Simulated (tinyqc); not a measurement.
Inside a calculation. Model: sub-threshold conduction and electro-thermal threshold of an amorphous chalcogenide.

Computed by the program tinyqc: `OMP_NUM_THREADS=1 python tinyqc.py 2490129 2490130 out.jsonl`, one thread of a shared Intel Xeon 2.30GHz, about 0.01 s for the whole run. Printed values are rounded.

Trap-limited conduction: I = I0 exp(-Ea/kB T) sinh(q V dz/(2 ua kB T)), I0 = 2 q A Nt dz/ta. One lumped temperature T = T0 + Rt I V. The threshold is the largest V for which a steady state exists on the low-current branch.

Inputs (values chosen for the exercise); values of the order of Ge-Sb-Te and related chalcogenides: ambient temperature T0 = 330 K; cross-section A = 600 nm^2; amorphous thickness ua = 39 nm; distance between traps dz = 7.3 nm; activation energy Ea = 0.23 eV; trap density Nt = 8.2e18 cm^-3; attempt time ta = 1e-15 s; thermal resistance Rt = 3 K/uW; voltage across the amorphous layer V = 0.53 V.

Constants: q = 1.602176634e-19 C, kB = 1.380649e-23 J/K. Results are converted to the units shown.

Range of the model: Purely electronic switching mechanisms, filaments and series resistance are left out.

## Isothermal quantities

I0, the low-field resistance 2 ua kB T0 exp(Ea/kB T0)/(q dz I0), the slope voltage V0 = 2 ua kB T0/(q dz), and I at V without heating.

I0 = 11.5088 mA
low-field resistance = 0.0859415 Mohm
V0 = 0.303850 V
I without heating = 9.80588 uA

## Iteration 1: self-heating

T at the start = 330 K

I at the present T, then T(new) = T0 + Rt I V.

I = 9.80588 uA
T after iteration 1 = 345.591 K

## Iteration 2: self-heating

As before.

I = 12.9850 uA
T after iteration 2 = 350.646 K

## Course of the iteration

Stop when T changes by less than 1e-7 K; give up above 900 K or after 200 iterations.

Course of the iteration:
```
iteration  T(new) (K)   I (uA)  change (K)
1             345.591  9.80588        15.6
2             350.646  12.9850        5.05
3             352.489  14.1440        1.84
4             353.186  14.5826       0.697
5             353.454  14.7508       0.267
6             353.557  14.8157       0.103
7             353.597  14.8407      0.0398
8             353.612  14.8504      0.0154
9             353.618  14.8541     5.95e-3
...               ...      ...         ...
13            353.622  14.8565     1.33e-4
14            353.622  14.8565     5.15e-5
15            353.622  14.8565     1.99e-5
16            353.622  14.8565     7.70e-6
17            353.622  14.8565     2.98e-6
18            353.622  14.8565     1.15e-6
19            353.622  14.8565     4.45e-7
20            353.622  14.8565     1.72e-7
21            353.622  14.8565     6.66e-8
```

Converged in 21 iterations. The loop gain dT(new)/dT is 0.39; it reaches 1 at the threshold, 0.6233 V.
